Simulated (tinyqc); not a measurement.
# Charge-trap memory cell: effect of the gate voltage

Channel, tunnel oxide, storage layer, blocking layer, gate. N electrons per area sit in a sheet at the centroid and shift the threshold by U = (q/eps0) N (tb/eb + xc tn/en). EOT = t1 + 3.9 (tn/en + tb/eb); tunnel field F = (Vg - U)/EOT; dN/dt = eta (J/q)(1 - N/Nm). Fowler-Nordheim: J = A F^2 exp(-B/F), A = q^2/(16 pi^2 hbar mo phi) (times 1e14 for A/cm^2 with F in V/nm, emitter mass m0), B = (4/3) sqrt(mo/C) phi^1.5, C = hbar^2/(2 m0).

After 0.001 s. The rate equation is integrated from N = 0 to the digits shown; blocking field (3.9 F + q N/eps0)/eb.

Inputs (values chosen for the exercise); oxide values close to those of silicon dioxide, storage layer close to silicon nitride, blocking layer close to aluminium oxide: tunnel barrier phi = 3.15 eV; tunnelling mass mo = 0.49 m0; tunnel oxide (permittivity 3.9) t1 = 4.5 nm; storage layer tn = 8.4 nm; its relative permittivity en = 7.1; blocking layer tb = 9.8 nm; its relative permittivity eb = 9; charge centroid, share of tn counted from the blocking side xc = 0.36; capture efficiency of an empty layer eta = 0.39; trap density Nm = 2.5e13 cm^-2.

Constants: q = 1.602176634e-19 C, hbar = 1.054571817e-34 J s, m0 = 9.1093837015e-31 kg, eps0 = 8.8541878128e-14 F/cm where lengths are in cm, hbar^2/(2 m0) = 0.0380998212 eV nm^2. Results are converted to the units shown.

Results:
```
Vg (V)      N/Nm    U (V)  F (V/nm)  blocking field (V/nm)
12.2    0.001543  0.01057    0.9123                 0.3961
13.1     0.01218  0.08349    0.9742                 0.4283
13.9     0.04935   0.3382     1.015                 0.4647
14.8      0.1353   0.9274     1.038                 0.5180
15.6      0.2330    1.597     1.048                 0.5713
17.3      0.4524    3.100     1.063                 0.6880
18.2      0.5666    3.883     1.072                 0.7492
```

Estimate the missing row, Vg = 16.5 V.

Computed row:
```
Vg (V)    N/Nm  U (V)  F (V/nm)  blocking field (V/nm)
16.5    0.3491  2.392     1.056                 0.6330
```

With this row back in the table: U rises from 0.0106 to 3.88 V; the slope between neighbouring rows is at most 0.885 and 0.869 between the last two rows. In the upper rows it falls short of the 1 of a floating gate because capture weakens as the traps fill (56.7 % in the last row); where little charge has entered in the time given, the slope is small in any case. The blocking field reaches 7.49 MV/cm, where electrons may escape to the gate, which the model leaves out.

Range of the model: The Fowler-Nordheim form needs F t1 above phi; trap-assisted paths and leakage through the blocking layer are left out.

Computed by the program tinyqc: `OMP_NUM_THREADS=1 python tinyqc.py 2130016 2130017 out.jsonl`, one thread of a shared Intel Xeon 2.30GHz, about 0.04 s for the whole run.
